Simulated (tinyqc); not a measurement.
Levels of description: finite square well with mass mismatch (envelope functions).

A square well of width L and depth V0, mass mw inside and mb outside, energies from the bottom of the well, c = hbar^2/2m0. k = sqrt(mw E/c), kappa = sqrt(mb (V0 - E)/c). psi and psi'/m are continuous at the walls (BenDaniel-Duke), so level n solves k L + 2 atan[(k/mw)/(kappa/mb)] = n pi.

Non-parabolic bands: mw is replaced by mw (1 + alpha_w E) and mb by mb (1 - alpha_b (V0 - E)), in k, kappa and the matching condition alike.

Constants: hbar^2/2m0 = 3.80998211 eV angstrom^2.

Inputs chosen for the exercise (near those of a GaAs well in AlGaAs; not measured data): L = 102 angstrom (well width); V0 = 0.194 eV (barrier height); mw = 0.0661 m0 (mass in the well); mb = 0.0869 m0 (mass in the barrier); alpha_w = 0.59 1/eV (non-parabolicity in the well); alpha_b = 0.28 1/eV (non-parabolicity in the barrier).

The same well five ways. mb = mw: the barrier takes the mass of the well. psi' continuous: kappa holds mb but the condition drops the masses, k L + 2 atan(k/kappa) = n pi. The last column is measured against BenDaniel-Duke.

Levels (eV):
```
model                E1      E2      E3  E1 - E1(BDD) (meV)
infinite walls   0.0547  0.2187  0.4921                26.4
mb = mw          0.0301  0.1140       -                 1.9
BenDaniel-Duke   0.0282  0.1096       -                 0.0
psi' continuous  0.0320  0.1185       -                 3.7
non-parabolic    0.0283  0.1065       -                 0.1
```

Hard walls put E1 26.4 meV too high. Ignoring the mass step moves it by +1.9 meV and the wrong matching by +3.7 meV: with mb/mw = 1.31, continuity of psi'/m lets the slope outside be 1.31 times the slope inside, which acts like a softer wall. Non-parabolicity shifts E1 by +0.1 meV, the balance of a heavier mass in the well, which lowers it, and a lighter mass deep in the barrier, which hardens the wall. Among the finite wells the largest departure in E1 is that of the model 'psi' continuous'.

Run: tinyqc, `OMP_NUM_THREADS=1 python tinyqc.py 1250638 1250639 out.jsonl`; Intel(R) Xeon(R) Processor @ 2.30GHz, one thread, shared host; about 0.01 s of CPU time with all checks.
